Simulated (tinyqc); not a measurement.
Reflectance at normal incidence against thickness.

Normal incidence on air, film (n1) and substrate (N2 = n2 - i k2): r01 = (1 - n1)/(1 + n1), r12 = (n1 - N2)/(n1 + N2), amplitude (r01 + r12 X)/(1 + r01 r12 X), X = exp(-4 pi i n1 d/lam), R its squared modulus, phase from 0 to 360 degrees.

Values chosen for this exercise:
```
symbol,value,unit,meaning
lam,632.8,nm,wavelength
n1,1.292,,index of the transparent film
n2,3.882,,index of the substrate
k2,0.019,,extinction coefficient of the substrate
```

Reflectance at normal incidence against thickness:
```
d (nm)	R (%)	phase of the reflected amplitude (degrees)
0	34.85	179.8
30	32.69	146.7
60	26.83	109.4
90	19.68	63.06
120	15.91	4.770
150	18.75	305.2
180	25.72	257.0
210	32.00	218.7
240	34.80	185.1
```

R goes from 34.9 through a minimum of 15.9 (at d = 120 nm among the rows listed) to 34.8 %. At a quarter wave, d = 122 nm, R = 15.9 %; for a transparent substrate it would vanish for n1 = sqrt(n2) = 1.97.

tinyqc, about 0.01 s, one thread, Intel Xeon 2.30GHz (shared host): `OMP_NUM_THREADS=1 python tinyqc.py 2870107 2870108 out.jsonl`
